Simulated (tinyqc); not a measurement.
Energy and delay of logic against supply voltage: two steps of the calculation.

One expression serves below and above threshold: I(Vg) = Ik [ln(1 + exp((Vg - VT + dd V)/(al nf Vt)))]^al, with I_on = I(V) and I_off = I(0). Gate delay td = kd C V/I_on, clock period LD td. Per gate and cycle the switching energy is act C V^2 and the leakage energy I_off V LD td. No short-circuit current, no variation. Minima are sought above 0.09 V; below a few Vt gates no longer switch and the model has no meaning.

Parameters, values chosen for the exercise; values of the order met in logic technologies:
- T = 300 K (temperature)
- VT = 0.38 V (threshold voltage at zero drain bias)
- nf = 1.35 (slope factor)
- dd = 0.09 (barrier lowering per volt of supply)
- Ik = 0.43 uA (specific current of a gate)
- al = 1.6 (exponent of the current law)
- C = 0.39 fF (load capacitance of a gate)
- kd = 1 (delay factor)
- LD = 40 (logic depth)
- act = 0.1 (activity factor)
- V = 1.08 V (supply voltage)

Constants: q = 1.602176634e-19 C, kB = 1.380649e-23 J/K, Vt = kB T/q. Results are converted to the units shown.

Problem 1. Currents, delay and energies. I_on, I_off, td, clock frequency 1/(LD td), both energies and their sum.

Give: I_on; I_off; td; clock frequency; switching energy; leakage energy; energy.

Solution 1.

I_on = 30.259 uA
I_off = 0.12946 nA
td = 13.920 ps
clock frequency = 1.7960 GHz
switching energy = 45.490 aJ
leakage energy = 0.077850 aJ
energy = 45.567 aJ

I_on/I_off = 2.34e5; leakage makes up 0.171 % of the energy.

Problem 2. New V. Minimum-energy supply: E(V) is the energy per gate and cycle; with h = 0.001 V, E' = (E(V + h) - E(V - h))/(2 h), E'' = (E(V - h) - 2 E(V) + E(V + h))/h^2, V(new) = V - E'/E''.

V at the start = 0.28 V

Give: E'; E''; V after iteration 1.

Solution 2.

E' = 13.06 aJ/V
E'' = 251.3 aJ/V^2
V after iteration 1 = 0.2281 V

tinyqc, about 0.01 s, one thread, Intel Xeon 2.30GHz (shared host): `OMP_NUM_THREADS=1 python tinyqc.py 2082209 2082210 out.jsonl`
